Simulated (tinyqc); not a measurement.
Two-sublattice mean-field magnet: ferrimagnet, compensation points and susceptibility: one step, computed by the program tinyqc.

A random alloy A(1-x)B(x) with H = -sum over pairs J S_i.S_j. a = <S_A> and b = <S_B> are taken along z, a > 0. Exchange fields: h_A = (1 - x) zJ_AA a + x zJ_AB b, h_B = (1 - x) zJ_AB a + x zJ_BB b; a = S_A B_(S_A)(S_A h_A/(k_B T)) and likewise for b, with the Brillouin function B_S(y) = [(2S + 1)/(2S)] coth[(2S + 1) y/(2S)] - [1/(2S)] coth[y/(2S)].

Problem. Ordering temperature. Linearised, T (a, b) = M (a, b) with M_ij = S_i (S_i + 1) c_j zJ_ij/(3 k_B), c_A = 1 - x, c_B = x. T_c is the larger eigenvalue, and its eigenvector gives b/a at onset, (T_c - M_AA)/M_AB.

Inputs (values chosen for the exercise, for a model ferrimagnet):
```
quantity               value  unit
spin S_A                 1.5     -
spin S_B                 1.5     -
fraction x of B sites   0.44     -
z J_AA                  29.6   meV
z J_BB                  0.53   meV
z J_AB                  -4.6   meV
T over T_c              0.27     -
```

Constants: k_B = 8.617333262e-05 eV/K.

Give: M; eigenvalues; T_c; b/a at onset; T.

Solution.

M (K):
```
       A      B
A  240.4  -29.4
B  -37.4    3.4
```

eigenvalues (K): -1.2  245.0

T_c = 245.0 K

b/a at onset = -0.1547

T = 66.15 K

The antiferromagnetic A-B coupling raises T_c by 5 K over that of A alone.
